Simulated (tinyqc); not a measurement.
Dopant series: competing polymorphs of an oxide film: bulk, surface, grain-boundary, dopant and field terms. Computed by tinyqc, a small Python program. Command: `OMP_NUM_THREADS=1 python tinyqc.py 3015127 3015128 out.jsonl polymorph walk`. One thread of a shared host (Intel(R) Xeon(R) Processor @ 2.30GHz), about 0.01 s of CPU time with the checks.

Phases: monoclinic m (reference), polar orthorhombic o, tetragonal t. Free energies per formula unit (f.u.); 1 J/m^2 x angstrom^3/nm = 6.241509 meV.

Inputs (values chosen for the exercise, for a model oxide):

| quantity | value | unit |
|---|---|---|
| energy of the polar phase o over m | 78.4 | meV/f.u. |
| energy of the tetragonal phase t over m | 103 | meV/f.u. |
| entropy of o over m | 0.0051 | meV/(f.u. K) |
| entropy of t over m | 0.061 | meV/(f.u. K) |
| surface energy of m | 2.84 | J/m^2 |
| surface energy of o | 2.1 | J/m^2 |
| surface energy of t | 1.94 | J/m^2 |
| volume per formula unit Omega | 34.5 | angstrom^3 |
| film thickness h | 4.1 | nm |
| grain radius R | 23 | nm |
| temperature T | 500 | K |
| shift of o per % of dopant | -3.4 | meV/f.u. |
| shift of t per % of dopant | -12 | meV/f.u. |
| width sigma of ln R | 0.38 | - |
| interlayer thickness (SiO2) | 1.1 | nm |

Geometry: free particles.

permittivities of m, o, t: 18  26  36

Method:
- Bulk term b = H - T S + (shift) x, zero for m.
- With G = b + gamma Omega A (b the bulk free energy per formula unit, A the area per volume), two phases i, j cross at A_ij = (b_j - b_i)/(Omega (gamma_i - gamma_j)); o has a window only if A_mo < A_ot.
- Grain radii are log-normal by volume with median R and width sigma; the share with A above A* is that with radius below R*, R* = 3/A* (all if A* <= 0), share = (1/2) erfc[-ln(R*/R)/(sqrt 2 sigma)]. Effective permittivity of a layer of thickness h built of such grains, taken in parallel: sum of share x eps; EOT = interlayer + 3.9 h/eps.

Against dopant content:

| x (%) | A_mo (1/nm) | A_ot (1/nm) | share m | share o | share t |
|---|---|---|---|---|---|
| 0.0 | 0.47601 | -0.0972 | 0.99722 | 0 | 0.0028 |
| 1.0 | 0.45467 | -0.3468 | 0.98918 | 0 | 0.0108 |
| 2.0 | 0.43333 | -0.5965 | 0.95681 | 0 | 0.0432 |
| 3.0 | 0.41200 | -0.8461 | 0.83317 | 0 | 0.1668 |
| 4.0 | 0.39066 | -1.0957 | 0.46721 | 0 | 0.5328 |
| 5.0 | 0.36932 | -1.3453 | 0.03193 | 0 | 0.9681 |
| 6.5 | 0.33732 | -1.7197 | 0.00000 | 0 | 1.0000 |
| 8.0 | 0.30531 | -2.0941 | 0.00000 | 0 | 1.0000 |
| 10.0 | 0.26264 | -2.5934 | 0.00000 | 0 | 1.0000 |

What follows from these numbers?

The dopant lowers t by 12 and o by 3.4 meV per %, so A_ot falls faster than A_mo. The share of o stays under 2 % at every content listed. t holds the majority from x = 4 % on.

Extremes, crossings and ranges named in words are read from the listed rows.
